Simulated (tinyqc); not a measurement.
# MOS structure on a p-type body with a doping step (retrograde), non-linear Poisson equation by Newton steps: effect of the electron quasi-Fermi potential against the body on threshold, swing and body effect

One dimension, insulator interface at x = 0, acceptor density N1 for x < x1 and Na beyond, net doping C = -(acceptor density). psi is counted from the intrinsic level: n = ni exp((psi - Vb)/Vt), p = ni exp(-psi/Vt); deep in the body psi_b = -Vt ln(Na/ni). The gate acts through Cox = eps0 eox/tox and has the potential psi_G = Vg - (phiM - chi - Vt ln(Nc/ni)). Boltzmann statistics, full ionisation, classical densities, no oxide or interface charge.

ni = sqrt(Nc Nv) exp(-Eg/(2 Vt)), Eg in volts. The Poisson equation d/dx(eps0 eps_r dpsi/dx) = -q (p - n + C), with eps0 eps_r dpsi/dx = -Cox (psi_G - psi_0) at x = 0, is solved on a mesh of about 600 nodes or more. N_inv is the integral of n less its value deep in the body. VT is the Vg at which N_inv = 2e11 cm^-2. m = 1/(dpsi_0/dVg) at N_inv = 1e8 cm^-2; the swing is the Vg between N_inv = 1e8 and 1e9 cm^-2; body coefficient [VT(Vb + 0.05 V) - VT(Vb)]/0.05 V - 1.

Inputs (values chosen for the exercise); band and dielectric values close to those of silicon:
```
symbol,value,unit,meaning
T,300,K,temperature
Eg,1.1,eV,band gap
eps_r,11.7,,relative permittivity
Nc,2.79e19,cm^-3,conduction-band density of states at T
Nv,2.63e19,cm^-3,valence-band density of states at T
chi,4.1,eV,electron affinity
Na,2.8e16,cm^-3,acceptor density deep in the body
eox,3.9,,relative permittivity of the gate insulator (close to silicon dioxide)
tox,4.4,nm,insulator thickness
phiM,4.59,eV,gate work function
x1,95,nm,depth of the doping step
N1,1.4e15,cm^-3,acceptor density above the step
```

Constants: q = 1.602176634e-19 C, kB = 1.380649e-23 J/K, Vt = kB T/q, eps0 = 8.8541878128e-14 F/cm where lengths are in cm. Results are converted to the units shown.

Result of one run:
```
VT (V)	psi_0 - psi_b at VT (V)	m - 1	swing (mV/decade)	body coefficient
0.497	0.820	0.0707	65.8	0.0815
```

Which electron quasi-Fermi potential against the body Vb gave this result: 0, 0.3, 0.9 or 1.8 V?

Vb = 0 V.

The whole series:
```
Vb (V)	VT (V)	psi_0 - psi_b at VT (V)	m - 1	swing (mV/decade)	body coefficient
0	0.497	0.820	0.0707	65.8	0.0815
0.3	0.820	1.13	0.0599	64.5	0.0680
0.6	1.14	1.43	0.0530	63.7	0.0594
0.9	1.46	1.73	0.0480	63.2	0.0534
1.2	1.77	2.03	0.0443	62.9	0.0488
1.5	2.09	2.34	0.0413	62.6	0.0452
1.8	2.40	2.64	0.0389	62.4	0.0423
```

As Vb goes from 0 to 1.8, VT rises from 0.497 to 2.40 V, the swing falls from 65.8 to 62.4 mV/decade and the body coefficient falls from 0.0815 to 0.0423. The swing stays within 3.3 % of m Vt ln 10, and the body coefficient within 0.011 of m - 1.

Numbers from tinyqc (`OMP_NUM_THREADS=1 python tinyqc.py 2080095 2080096 out.jsonl`; about 0.3 s on one thread of a shared Intel Xeon 2.30GHz).
